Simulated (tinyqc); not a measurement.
Inside a calculation. Model: frequency dispersion of an accumulation capacitance by border traps, distributed model.

tinyqc, about 0.3 s, one thread, Intel Xeon 2.30GHz (shared host): `OMP_NUM_THREADS=1 python tinyqc.py 2202201 2202202 out.jsonl` Printed values are rounded.

Traps spread evenly through the insulator exchange electrons with the semiconductor by tunnelling, with tau(x) = t0 exp(2 ka x) at depth x from the interface. The admittance per area Y seen at depth x obeys dY/dx = -Y^2/(i w eps0 eox) + q Nb ln(1 + i w tau)/tau, with Y(0) = i w Cs and w = 2 pi f; the gate sees Y(tox) = G + i w C. Working variable y = Y/(i w), in uF/cm^2. Cox = eps0 eox/tox.

Inputs (values chosen for the exercise); permittivity close to that of zirconium oxide: relative permittivity of the insulator eox = 21.2; insulator thickness tox = 3.7 nm; semiconductor capacitance in accumulation Cs = 3 uF/cm^2; density of border traps Nb = 1.1e19 cm^-3 eV^-1; decay constant of the wave function in the insulator ka = 4.6 1/nm; time constant of a trap at the interface t0 = 2e-9 s; frequency f = 10000 Hz; depth down to which the steps are taken xe = 1.5 nm.

Constants: q = 1.602176634e-19 C, eps0 = 8.8541878128e-14 F/cm where lengths are in cm. Results are converted to the units shown.

## Scales and lumped estimate

Cox; trap-free value 1/(1/Cox + 1/Cs); response depth d = ln(1/(w t0))/(2 ka), where w tau = 1; lumped estimate: all traps within d act as C_bt = q Nb d placed at d/2, so C = 1/{1/[1/(1/Cs + d/(2 eps0 eox)) + C_bt] + (tox - d/2)/(eps0 eox)}.

Cox = 5.073210 uF/cm^2
trap-free C = 1.885202 uF/cm^2
d = 0.9762936 nm
C_bt = 0.1720614 uF/cm^2
lumped C = 1.962618 uF/cm^2

The traps within reach amount to 0.0574 Cs and lie in the first 26.4 % of the insulator.

## Midpoint steps through the active depth

In terms of y: dy/dx = -y^2/(eps0 eox) + s(x), s = q Nb ln(1 + z)/z, z = i w tau. 8 midpoint steps of h = xe/8: y_half = y + (h/2) y'(x, y), y(new) = y + h y'(x + h/2, y_half).

```
point	x (nm)	s (uF/(cm^2 nm))	y (uF/cm^2)
0	0	0.1762394-0.0000111i	3.000000+0.000000i
1	0.1875	0.1762394-0.0000621i	2.944841-0.000005i
2	0.375	0.1762385-0.0003488i	2.892830-0.000032i
3	0.5625	0.1762104-0.0019573i	2.843737-0.000183i
4	0.75	0.1753344-0.0109034i	2.797323-0.001031i
5	0.9375	0.1537709-0.0501927i	2.752551-0.005599i
6	1.125	0.0592943-0.0627940i	2.698644-0.018214i
7	1.312500	0.0121952-0.0247358i	2.632753-0.024897i
8	1.5	0.0022259-0.0068629i	2.566255-0.026021i
```

## Capacitance and conductance at the gate

y at xe = 2.566255-0.026021i uF/cm^2

Beyond xe the traps are ignored, so 1/y(tox) = 1/y(xe) + (tox - xe)/(eps0 eox); C = Re y, G/w = -Im y, loss tangent G/(w C).

y at the gate = 1.972906-0.015379i uF/cm^2
C = 1.972906 uF/cm^2
G/w = 0.01537857 uF/cm^2
loss tangent = 0.007794884

A fine integration over the whole insulator gives C = 1.9731 and G/w = 0.01584 uF/cm^2; the coarse G/w is 2.9 % below that. The fine C is 4.7 % above the trap-free value, and the lumped estimate is 0.53 % below the fine result.
